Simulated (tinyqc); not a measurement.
Thin-film transistor with exponential tail and deep states, accumulation layer: one step of the calculation.

An undoped film in accumulation, thicker than the space-charge layer. With band bending psi the Fermi level lies E0 - psi below the band edge. Free electrons n = n0 exp(psi/Vt) carry the current; electrons in two exponential distributions of traps, a = a0 exp(psi/Va) and d = d0 exp(psi/Vp), do not. Linear regime, ohmic contacts, traps in equilibrium.

Problem. Surface potential by Newton steps. Va = kB Tt/q, Vp = kB Td/q. G(psi) = sum over the three kinds of c0 [V (exp(psi/V) - 1) - psi], field F = sqrt(2 q G/(eps0 eps_r)); Vg = psi + eps0 eps_r F/Ci at the surface. f = psi + eps0 eps_r F/Ci - Vg, f' = 1 + q rho/(Ci F) with rho = sum c0 (exp(psi/V) - 1); psi(new) = psi - f/f'.

Parameters, values chosen for the exercise; values close to those of amorphous indium gallium zinc oxide: temperature T = 290 K; relative permittivity of the semiconductor eps_r = 10; characteristic temperature of the tail Tt = 340 K; characteristic temperature of the deep states Td = 1700 K; gate capacitance Ci = 35 nF/cm^2; gate voltage above flat band Vg = 4.9 V.

Constants: q = 1.602176634e-19 C, kB = 1.380649e-23 J/K, Vt = kB T/q, eps0 = 8.8541878128e-14 F/cm where lengths are in cm. Results are converted to the units shown.

psi after iteration 1 = 1.2991561 V
n0 = 8.5678526e7 cm^-3
a0 = 1.3191194e10 cm^-3
d0 = 1.0819650e15 cm^-3

Find: F; f; f'; psi after iteration 2.

Solution.

F = 1.784e8 kV/cm
f = 4.512e6 V
f' = 8.923e7
psi after iteration 2 = 1.249 V

The value that enters this step is an overshoot, farther from the solution than the start was, so its intermediate quantities are not physical.

Program tinyqc, `OMP_NUM_THREADS=1 python tinyqc.py 2610126 2610127 out.jsonl`; Intel Xeon 2.30GHz, shared host, one thread, about 0.03 s.
